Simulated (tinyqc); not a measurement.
Worked calculation: extended Hueckel theory, for BeH2-. The parameters take no account of the charge, which enters only through the electron count, and nothing here shows that the anion is bound. One step of it, computed by the program tinyqc.

Question. Orbitals. Solve H C = S C e through S^(-1/2); fill by pairs from the bottom, a degenerate level sharing its electrons equally; each orbital has its largest coefficient positive (the first on a tie).

H (eV):
```
             1Be 2s    1Be 2px     1Be 2py    1Be 2pz       2H 1s       3H 1s
1Be 2s   -10.000000   0.000000    0.000000   0.000000  -10.235922  -10.235922
1Be 2px    0.000000  -6.000000    0.000000   0.000000    0.000000    0.000000
1Be 2py    0.000000   0.000000   -6.000000   0.000000  -10.352739   10.352739
1Be 2pz    0.000000   0.000000    0.000000  -6.000000   -0.879644   -0.879644
2H 1s    -10.235922   0.000000  -10.352739  -0.879644  -13.600000   -1.109602
3H 1s    -10.235922   0.000000   10.352739  -0.879644   -1.109602  -13.600000
```

overlap S:
```
           1Be 2s   1Be 2px    1Be 2py   1Be 2pz     2H 1s      3H 1s
1Be 2s   1.000000  0.000000   0.000000  0.000000  0.489294   0.489294
1Be 2px  0.000000  1.000000   0.000000  0.000000  0.000000   0.000000
1Be 2py  0.000000  0.000000   1.000000  0.000000  0.560902  -0.560902
1Be 2pz  0.000000  0.000000   0.000000  1.000000  0.047658   0.047658
2H 1s    0.489294  0.000000   0.560902  0.047658  1.000000   0.046622
3H 1s    0.489294  0.000000  -0.560902  0.047658  0.046622   1.000000
```

valence electrons = 5

Give: orbital energies; occupations; coefficients; sum of one-electron energies.

Answer.

orbital energies (eV): -15.953  -14.397  -6.038  -6.000  7.192  29.873

occupations: 2.000  2.000  1.000  0.000  0.000  0.000

coefficients:
```
           MO1     MO2     MO3    MO4     MO5     MO6
1Be 2s   0.391   0.000  -0.118  0.000   1.297   0.000
1Be 2px  0.000   0.000   0.000  1.000   0.000   0.000
1Be 2py  0.000   0.293   0.000  0.000   0.000   1.690
1Be 2pz  0.011   0.000   0.993  0.000   0.150   0.000
2H 1s    0.479   0.541   0.032  0.000  -0.811  -1.118
3H 1s    0.479  -0.541   0.032  0.000  -0.811   1.118
```

sum of one-electron energies = -66.738 eV
